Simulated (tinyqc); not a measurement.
Donor level screened by free carriers (Yukawa potential): one step. Units and screening length. Two cases, with inputs chosen for the exercise.

Question. Give Ry* = Ry m/eps^2, a* = a0 eps/m, EF, the three values of ks, and x = ks a*.

Screening wave number: Debye ks^2 = 4 pi q n/(eps kB T); Thomas-Fermi ks^2 = 6 pi q n/(eps EF) with EF = c (3 pi^2 n/gv)^(2/3)/m, c = hbar^2/2m0; the two are joined by 1/ks^2 = sqrt(1/ks_D^4 + 1/ks_TF^4). 1e18/cm^3 = 1e-6/angstrom^3, q = e^2/(4 pi eps0).

Constants: e^2/(4 pi eps0) = 14.39964547 eV angstrom; kB = 8.617333262e-05 eV/K; hbar^2/2m0 = 3.80998211 eV angstrom^2; Ry = 13.60569312 eV; a0 (Bohr radius) = 0.5291772105 angstrom.

Give: Ry*; a*; EF; ks: Debye, Thomas-Fermi, joined; x.

Case 1.

Values chosen (near those of a donor in Ge, with one mean mass; the results hold for these values, not for the real material): m = 0.165 m0 (mass); eps = 16.4 (dielectric constant); gv = 4 (valleys); T = 200 K (temperature); n = 0.12 x 1e18/cm^3 (free-carrier density).

Answer.

Ry* = 8.347 meV
a* = 52.60 angstrom
EF = 2.13 meV

ks: Debye, Thomas-Fermi, joined (1/angstrom): [0.00876, 0.03051, 0.00875]

x = 0.4602

EF/kB T = 0.12, so the Debye value, the smaller one, controls the screening.

Case 2.

Values chosen (near those of a donor in Si, with one mean mass; the results hold for these values, not for the real material): m = 0.307 m0 (mass); eps = 11.7 (dielectric constant); gv = 6 (valleys); T = 77 K (temperature); n = 0.19 x 1e18/cm^3 (free-carrier density).

Answer.

Ry* = 30.513 meV
a* = 20.17 angstrom
EF = 1.19 meV

ks: Debye, Thomas-Fermi, joined (1/angstrom): [0.02104, 0.06089, 0.02097]

x = 0.4229

EF/kB T = 0.18, so the Debye value, the smaller one, controls the screening. n is an outside input: with a bare binding above 3 kB T many donors can hold their electrons at this temperature, the more so the higher n/Nc.

Computed by tinyqc, one run a case: `OMP_NUM_THREADS=1 python tinyqc.py N N+1 out.jsonl` with N = 1250919, 1250954; one thread of a shared Intel(R) Xeon(R) Processor @ 2.30GHz, about 0.01 s a run at most.
